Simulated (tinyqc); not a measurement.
What moves the results: carrier statistics of a doped semiconductor with parabolic bands. A value that a table varies takes the place of the one given here.

Eg(T) = Eg0 - al T^2/(T + be); m_de = Mv^(2/3) (ml mt^2)^(1/3); m_dh = (mhh^(3/2) + mlh^(3/2))^(2/3); Nc and Nv from N = 2 (m kB T/(4 pi c))^(3/2) with c = hbar^2/2m0, in 1/angstrom^3; times 1e24 for 1/cm^3.

Energies are counted from Ev, so Ec = Eg. n = Nc F_1/2((EF - Eg)/kT), p = Nv F_1/2(-EF/kT), ND+ = ND/(1 + 2 exp((EF - Eg + ED)/kT)), NA- = NA/(1 + 4 exp((EA - EF)/kT)); neutrality asks p + ND+ = n + NA-. F_j(eta) = (1/Gamma(j + 1)) integral_0^infinity x^j dx/(1 + exp(x - eta)), which tends to exp(eta) for eta << 0.

Constants: hbar^2/2m0 = 3.80998211 eV angstrom^2; kB = 8.617333262e-05 eV/K.

Values chosen for the exercise (near those of Ge; the results hold for these values, not for the real material):
- Eg0 = 0.7438 eV (gap at 0 K)
- al = 0.000481 eV/K (Varshni alpha)
- be = 236 K (Varshni beta)
- ml = 1.58 m0 (longitudinal electron mass)
- mt = 0.0822 m0 (transverse electron mass)
- Mv = 4 (equivalent valleys)
- mhh = 0.331 m0 (heavy-hole mass)
- mlh = 0.0433 m0 (light-hole mass)
- ND = 2e+14 1/cm^3 (donors)
- NA = 4.7e+12 1/cm^3 (acceptors)
- ED = 0.012 eV (donor level below Ec)
- EA = 0.0109 eV (acceptor level above Ev)
- T = 200 K

## Temperature

Neutrality solved at each temperature; ni = sqrt(Nc Nv) exp(-Eg/2kT).

Carriers (1/cm^3):

| T (K) | EF (eV) | n | p | majority / \|ND - NA\| | ni | Eg (eV) |
|---|---|---|---|---|---|---|
| 10 | 0.7341 | 9.69e+11 | <1e-99 | 0.00496 | <1e-99 | 0.7436 |
| 20 | 0.7300 | 9.14e+13 | <1e-99 | 0.468 | 2.98e-77 | 0.7430 |
| 40 | 0.7138 | 1.91e+14 | 2.80e-73 | 0.975 | 7.30e-30 | 0.7410 |
| 77 | 0.6760 | 1.95e+14 | 3.69e-27 | 0.998 | 8.48e-07 | 0.7347 |
| 120 | 0.6260 | 1.95e+14 | 6.45e-09 | 1.00 | 1.12e+03 | 0.7243 |
| 200 | 0.5226 | 1.95e+14 | 1.84e+05 | 1.00 | 6.00e+09 | 0.6997 |
| 300 | 0.3820 | 1.97e+14 | 1.91e+12 | 1.01 | 1.94e+13 | 0.6630 |
| 400 | 0.3014 | 1.42e+15 | 1.23e+15 | 7.29 | 1.32e+15 | 0.6228 |
| 500 | 0.2747 | 1.85e+16 | 1.83e+16 | 94.8 | 1.84e+16 | 0.5804 |
| 600 | 0.2495 | 1.13e+17 | 1.13e+17 | 581 | 1.14e+17 | 0.5367 |

Ionisation is incomplete: the majority density is below 90 % of the net doping at 10 and 20 K, down to a share of 0.005. It is within 10 % of the net doping at 40, 77, 120, 200 and 300 K. At 400, 500 and 600 K thermal pairs lift it more than 10 % above the net doping; ni has reached 1.14e+17 1/cm^3 at 600 K against a net doping of 1.95e+14. EF goes from 0.734 eV to 0.250 eV, where midgap is 0.268 eV and the intrinsic level (Boltzmann) 0.249 eV.

## Doping level

Only donors are present (NA = 0); eta is the distance of EF beyond the conduction edge in units of kT.

Neutral state:

| ND (1/cm^3) | EF (eV) | majority (1/cm^3) | ionised share | eta |
|---|---|---|---|---|
| 1.0e+14 | 0.5111 | 1.00e+14 | 1.000 | -10.94 |
| 1.0e+15 | 0.5508 | 9.99e+14 | 0.999 | -8.64 |
| 1.0e+16 | 0.5904 | 9.93e+15 | 0.993 | -6.34 |
| 1.0e+17 | 0.6291 | 9.37e+16 | 0.937 | -4.09 |
| 1.0e+18 | 0.6636 | 6.69e+17 | 0.669 | -2.09 |
| 3.0e+18 | 0.6775 | 1.42e+18 | 0.475 | -1.29 |
| 1.0e+19 | 0.6912 | 2.89e+18 | 0.289 | -0.49 |
| 3.0e+19 | 0.7032 | 5.06e+18 | 0.169 | 0.20 |

The impurity level lies at 0.6877 eV. The ionised share falls from 1.000 to 0.169 as EF passes through it between 3e+18 and 1e+19 1/cm^3 (share 1/3 there); it is below one half from 3e+18 1/cm^3 on. Over the last two rows the doping grows threefold and the majority density by a factor 1.75. EF comes within 3 kT of the majority band edge from 1e+18 1/cm^3 on. Above roughly 3e+17 1/cm^3 (N^(1/3) a = 0.26, with the radius a = sqrt(c/(m E)) from the ionisation energy E and the mass (ml mt^2)^(1/3)) the levels merge with the band and real ionisation is complete; sharp levels then overstate freeze-out.

## What each input does

Neutrality solved anew for each case. Each row changes one parameter from the base and keeps the others.

Results:

| case | EF (eV) | n (1/cm^3) | p (1/cm^3) |
|---|---|---|---|
| base | 0.5226 | 1.95e+14 | 1.84e+05 |
| T = 180 K | 0.5495 | 1.95e+14 | 960 |
| ND = 1e+14 1/cm^3 | 0.5103 | 9.53e+13 | 3.78e+05 |
| NA = 2.35e+12 1/cm^3 | 0.5228 | 1.98e+14 | 1.82e+05 |
| Eg0 = 0.7938 eV | 0.5726 | 1.95e+14 | 1.01e+04 |
| mt = 0.0986 m0 | 0.5195 | 1.95e+14 | 2.21e+05 |
| mhh = 0.3972 m0 | 0.5226 | 1.95e+14 | 2.40e+05 |
| ED = 0.018 eV | 0.5226 | 1.95e+14 | 1.84e+05 |

The largest shifts from the base row, up to three for each result and ties (the steps differ in size, so this ranks the rows, not the parameters). EF (eV): Eg0 +0.0500, T +0.0268, ND -0.0124; unchanged at the printed digits by mhh and ED. n (1/cm^3): ND -1.00e+14, NA +2.35e+12; unchanged at the printed digits by T, Eg0, mt, mhh and ED. p (1/cm^3): ND +1.93e+05, T -1.83e+05, Eg0 -1.74e+05; unchanged at the printed digits by ED.

Computed by tinyqc, a small Python program: `OMP_NUM_THREADS=1 python tinyqc.py 1650724 1650725 out.jsonl` (the numbers bound the seed that draws the inputs); one thread of a shared host (Intel(R) Xeon(R) Processor @ 2.30GHz), about 0.01 s for the whole set of steps.
